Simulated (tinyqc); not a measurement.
Trap density from the barrier height.

Question. In a partly depleted grain with all boundary traps filled, 2 N W = Qt and VB = q N W^2/(2 eps0 eps_r). Find Qt, W and the doping at which VB would equal Vt.

Inputs (values chosen for the exercise):
- T = 300 K (temperature)
- eps_r = 11.7 (relative permittivity)

Constants: q = 1.602176634e-19 C, kB = 1.380649e-23 J/K, Vt = kB T/q, eps0 = 8.8541878128e-14 F/cm where lengths are in cm. Results are converted to the units shown.

doping = 7.2e17 cm^-3
barrier height = 0.19574057 V

Solution. Eliminating W gives VB = q Qt^2/(8 eps0 eps_r N), which falls as 1/N.

Qt = 2.700e12 cm^-2
W = 18.75 nm
doping for VB = Vt = 5.452e18 cm^-3

tinyqc, about 0.01 s, one thread, Intel Xeon 2.30GHz (shared host): `OMP_NUM_THREADS=1 python tinyqc.py 2830225 2830226 out.jsonl`
